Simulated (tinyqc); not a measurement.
# From elastic Debye temperature back to atomic mass M

Model: Born-von Karman spring model of a cubic crystal with one atom per cell. Computed by tinyqc, a small Python program. Command: `OMP_NUM_THREADS=1 python tinyqc.py 3019031 3019032 out.jsonl springs inv`. One thread of a shared host (Intel(R) Xeon(R) Processor @ 2.30GHz), about 0.2 s of CPU time with the checks.

First neighbours lie at a/2 (1,1,0) (12 of them), second at a (1,0,0) (6), with all permutations and signs; the volume per atom is Omega = a^3/4.

Inputs (values chosen for the exercise, for a model crystal):
```
quantity               value           unit
lattice constant a      4.64       angstrom
radial spring k1L       2.42  eV/angstrom^2
transverse spring k1T  0.077  eV/angstrom^2
radial spring k2L       0.39  eV/angstrom^2
transverse spring k2T  0.053  eV/angstrom^2
```

Lattice: fcc.

Constants: 1 eV/angstrom^3 = 160.2176634 GPa; u = 1.6605390666e-27 kg; hbar = 1.054571817e-34 J s; k_B = 1.380649e-23 J/K.

Method:
- [ij,kl] = (1/(2 Omega)) sum_R K_ij R_k R_l; C11 = [xx,xx], C44 = [xx,yy], C12 = 2 [xy,xy] - C44; B = (C11 + 2 C12)/3; Zener ratio A = 2 C44/(C11 - C12). K(R) = kL n n^T + kT (1 - n n^T).
- rho = M/Omega and v = sqrt(C/rho), with C = C11, C44, C44 along [100]; (C11 + C12 + 2 C44)/2, C44, (C11 - C12)/2 along [110]; (C11 + 2 C12 + 4 C44)/3 and twice (C11 - C12 + C44)/3 along [111].
- Christoffel matrix G_xx = C11 n_x^2 + C44 (1 - n_x^2), G_xy = (C12 + C44) n_x n_y, with eigenvalues rho v^2; v_m^-3 is the mean of v^-3 over three branches and all directions (12 Gauss-Legendre points in cos(theta) times 24 angles phi = (j + 1/2) pi/12); q_D = (6 pi^2/Omega)^(1/3); Theta = hbar v_m q_D/k_B.

Problem. A run gave the result below. Find the atomic mass M, known to lie between 89 and 200 u.

elastic Debye temperature = 385.7727 K

Solution.

Each step takes the trial c = (a f_b - b f_a)/(f_b - f_a), f being the result less the target and a, b, c the logarithms of the listed values; c replaces end b, the old b replaces a if the sign of f changed, and otherwise f_a is halved.

Scan of the range:
```
atomic mass M (u)  elastic Debye temperature (K)
89                                       441.556
102                                      412.459
117                                      385.113
133                                      361.206
153                                      336.771
175                                      314.892
200                                      294.555
```

False position (Illinois rule, in the logarithm of the input) inside the bracket:
```
step    end a    end b    trial  elastic Debye temperature (K)
1     102.000  117.000  116.613                        385.751
2     102.000  116.613  116.588                        385.793
3     116.613  116.588  116.600                        385.773
4     116.588  116.600  116.600                        385.773
```

Elastic Debye temperature falls at every point of a 13-point scan of the range (every second point is shown), so one value fits; it is bracketed by 102 and 117. The scan shows a pure power law with exponent -0.5000, so scaling from any one row also gives the answer directly. Answer: atomic mass M = 116.6 u.
